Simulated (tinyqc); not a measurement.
# Worked calculation: p-i-n power rectifier, conductivity modulation at high injection

Numbers from tinyqc (`OMP_NUM_THREADS=1 python tinyqc.py 2230002 2230003 out.jsonl`; about 0.01 s on one thread of a shared Intel Xeon 2.30GHz). Printed values are rounded.

A drift layer from x = -d to d (2 d = W) between ideal p+ and n+ emitters (no recombination in them). High injection, n = p, ambipolar diffusion with one lifetime; both mobilities scale as (T/300 K)^(-bt).

Values chosen for this exercise; bulk values close to those of 4H silicon carbide:
- T = 300 K (temperature)
- eps_r = 9.48 (relative permittivity)
- Kc = 23000 V/cm per (cm^-3)^(1/8) (critical-field constant)
- BV = 6600 V (rated breakdown voltage of the drift layer)
- mud = 828 cm^2/(V s) (drift mobility at 300 K)
- bt = 2.3 (temperature exponent of the drift mobility)
- mup = 112 cm^2/(V s) (hole mobility at 300 K)
- Eg = 3.18 eV (band gap)
- Nc = 1.7e19 cm^-3 (conduction-band density of states at T)
- Nv = 2.5e19 cm^-3 (valence-band density of states at T)
- J = 50 A/cm^2 (forward current density)
- tau = 5.2e-7 s (high-level lifetime)

Constants: q = 1.602176634e-19 C, kB = 1.380649e-23 J/K, Vt = kB T/q, eps0 = 8.8541878128e-14 F/cm where lengths are in cm. Results are converted to the units shown.

## Drift layer

Triangular field at breakdown with Ec = Kc N^(1/8): BV = eps0 eps_r Ec^2/(2 q N), so N = (eps0 eps_r Kc^2/(2 q BV))^(4/3); W = 2 BV/Ec; mu = mud (T/300 K)^(-bt); rho = 1/(q mu N); ideal resistance rho W.

N = 1.247875e15 cm^-3
Ec = 1.773165 MV/cm
W = 74.44314 um
mu = 828 cm^2/(V s)
rho = 6.040711 ohm cm
ideal resistance = 44.96895 mohm cm^2

## Carrier profile

Da = 2 mun mup Vt/(mun + mup), La = sqrt(Da tau), B = (mun - mup)/(mun + mup) with mun = mud (T/300 K)^(-bt), mup likewise; n(x) = (tau J/(2 q La)) [cosh(x/La)/sinh(d/La) - B sinh(x/La)/cosh(d/La)]. 12 equal steps.

Da = 5.100875 cm^2/s
La = 16.28636 um
B = 0.7617021

```
point	x (um)	n (cm^-3)
0	-37.22157	8.803361e16
1	-31.01798	6.025141e16
2	-24.81438	4.131732e16
3	-18.61079	2.845082e16
4	-12.40719	1.976241e16
5	-6.20360	1.397617e16
6	0.00000	1.024238e16
7	6.20360	8.012714e15
8	12.40719	6.959742e15
9	18.61079	6.928832e15
10	24.81438	7.915443e15
11	31.01798	1.006446e16
12	37.22157	1.369148e16
```

d/La = 2.29. The lowest density on the grid is 5.55 times the drift doping.

## Forward voltage and stored charge

Ohmic drop: integral of J/(q (mun + mup) n); diffusion (Dember) drop Vt B ln(n(-d)/n(d)); both junctions together Vt ln(n(-d) n(d)/ni^2), ni = sqrt(Nc Nv) exp(-Eg/(2 Vt)), Eg in volts; V_F = the sum; stored charge q times the integral of n. Trapezoid rule; mun and mup scale as (T/300 K)^(-bt).

ohmic drop = 0.2011033 V
diffusion drop = 0.03664484 V
junction drops = 2.849790 V
V_F = 3.087538 V
stored charge = 26.31361 uC/cm^2

A fine grid gives V_F = 3.088 V and the stored charge J tau = 26.00 uC/cm^2. Without modulation the drift layer alone would drop J rho W = 2.25 V, 9.46 times the ohmic and diffusion drops together.
